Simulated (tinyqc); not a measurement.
# Minority carriers and saturation current of a heavily doped emitter: two studies

n-type, parabolic bands, full ionisation. eta = (EF - Ec)/kB T solves N = Nc F12(eta), F12(x) = (2/sqrt(pi)) int_0^infinity sqrt(u)/(1 + exp(u - x)) du. The gap shrinks rigidly by dEg = E1 [ln(N/N0) + sqrt(ln^2(N/N0) + 0.5)], an empirical law that is here taken as the true narrowing.

Values chosen for this exercise; band and dielectric values close to those of silicon: temperature T = 250 K; band gap Eg = 1.11 eV; conduction-band density of states at 250 K Nc = 2.11e19 cm^-3; valence-band density of states at 250 K Nv = 2.03e19 cm^-3; energy of the narrowing law E1 = 7.5 meV; density of the narrowing law N0 = 1.9e17 cm^-3; minority-hole mobility mup = 230 cm^2/(V s); Auger coefficient Cn = 2.5e-31 cm^6/s; defect lifetime ts = 0.68 us; emitter width W = 180 nm; recombination velocity at the contact S = 5600 cm/s.

Constants: q = 1.602176634e-19 C, kB = 1.380649e-23 J/K, Vt = kB T/q. Results are converted to the units shown.

Each table varies one quantity; the others keep the values above.

## Approximations to the Fermi level

With u = N/Nc: Boltzmann ln u; Joyce-Dixon ln u + 0.353553 u - 4.95009e-3 u^2 + 1.48386e-4 u^3 - 4.42563e-6 u^4; degenerate limit (3 sqrt(pi) u/4)^(2/3). The Einstein ratio is D/(mu Vt) = F12/Fm, Fm(x) = dF12/dx = (1/sqrt(pi)) int_0^infinity u^(-1/2)/(1 + exp(u - x)) du.

Approximations to the Fermi level:

| N (cm^-3) | N/Nc | eta | Boltzmann | Joyce-Dixon | degenerate | D/(mu Vt) |
|---|---|---|---|---|---|---|
| 1.2e18 | 0.05687 | -2.847 | -2.867 | -2.847 | 0.1788 | 1.020 |
| 2.7e18 | 0.1280 | -2.011 | -2.056 | -2.011 | 0.3070 | 1.045 |
| 5.9e18 | 0.2796 | -1.176 | -1.274 | -1.176 | 0.5170 | 1.098 |
| 1.3e19 | 0.6161 | -0.2683 | -0.4843 | -0.2683 | 0.8754 | 1.214 |
| 2.8e19 | 1.327 | 0.7437 | 0.2829 | 0.7437 | 1.460 | 1.453 |
| 6.1e19 | 2.891 | 2.046 | 1.062 | 2.046 | 2.454 | 1.949 |
| 1.3e20 | 6.161 | 3.838 | 1.818 | 3.837 | 4.063 | 2.885 |
| 2.9e20 | 13.74 | 6.814 | 2.621 | 6.772 | 6.937 | 4.713 |
| 6.3e20 | 29.86 | 11.56 | 3.396 | 9.972 | 11.64 | 7.806 |

Boltzmann is within 0.1 of eta up to N/Nc = 0.28, Joyce-Dixon within 0.01 up to 6.2, and the degenerate limit is off by 0.072 in the last row. The Einstein ratio rises from 1.02 to 7.81: degenerate carriers diffuse faster for the same mobility.

## Effect of the doping

ni = sqrt(Nc Nv) exp(-Eg/(2 Vt)), Eg in volts; degeneracy factor g = F12(eta) exp(-eta); nie^2 = ni^2 exp(dEg/kB T) g, p0 = nie^2/N; apparent narrowing dEg + kB T ln g. 1/tau = Cn N^2 + 1/ts, D = mup Vt, L = sqrt(D tau); J0 = (q p0 D/L)(s + tanh(W/L))/(1 + s tanh(W/L)), s = S L/D; the share recombining inside is 1 - 1/[cosh(W/L)(1 + tanh(W/L)/s)]. The mobility is held fixed.

Result of one run:

| N (cm^-3) | apparent narrowing (meV) | p0 (cm^-3) | L (nm) | J0 (fA/cm^2) | share inside (%) |
|---|---|---|---|---|---|
| 9.7e19 | 60.80 | 0.003119 | 458.8 | 0.02251 | 88.69 |

What becomes of these results when the ionised donor density N is changed from 9.7e19 to 1.6e18 cm^-3, all else the same?

Result of the changed run:

| N (cm^-3) | apparent narrowing (meV) | p0 (cm^-3) | L (nm) | J0 (fA/cm^2) | share inside (%) |
|---|---|---|---|---|---|
| 1.6e18 | 32.24 | 0.05023 | 1.532e4 | 0.04447 | 0.6807 |

The whole series:

| N (cm^-3) | apparent narrowing (meV) | p0 (cm^-3) | L (nm) | J0 (fA/cm^2) | share inside (%) |
|---|---|---|---|---|---|
| 4e17 | 13.14 | 0.08279 | 1.811e4 | 0.07315 | 0.4881 |
| 7.9e17 | 22.33 | 0.06423 | 1.745e4 | 0.05678 | 0.5254 |
| 1.6e18 | 32.24 | 0.05023 | 1.532e4 | 0.04447 | 0.6807 |
| 3.1e18 | 41.43 | 0.03971 | 1.131e4 | 0.03535 | 1.242 |
| 6.2e18 | 50.58 | 0.03037 | 6687 | 0.02766 | 3.473 |
| 1.2e19 | 58.34 | 0.02249 | 3636 | 0.02216 | 10.85 |
| 2.4e19 | 64.44 | 0.01493 | 1846 | 0.01924 | 32.12 |
| 4.9e19 | 66.47 | 0.008036 | 907.5 | 0.02056 | 66.29 |
| 9.7e19 | 60.80 | 0.003119 | 458.8 | 0.02251 | 88.69 |
| 1.9e20 | 42.12 | 6.692e-4 | 234.3 | 0.01499 | 96.99 |

The apparent narrowing goes from 13.1 through a maximum of 66.5 (at N = 4.9e19 cm^-3 among the rows listed) to 42.1 meV. p0 goes as N^(-0.37) between the first two rows and N^(-2.29) between the last two (-1 without narrowing or degeneracy), and J0 moves up and down between 0.0150 and 0.0732 fA/cm^2.

Range of the model: Band tails, non-parabolic bands and incomplete ionisation are left out.

Computed by the program tinyqc: `OMP_NUM_THREADS=1 python tinyqc.py 2330161 2330162 out.jsonl`, one thread of a shared Intel Xeon 2.30GHz, about 0.01 s for the whole run.
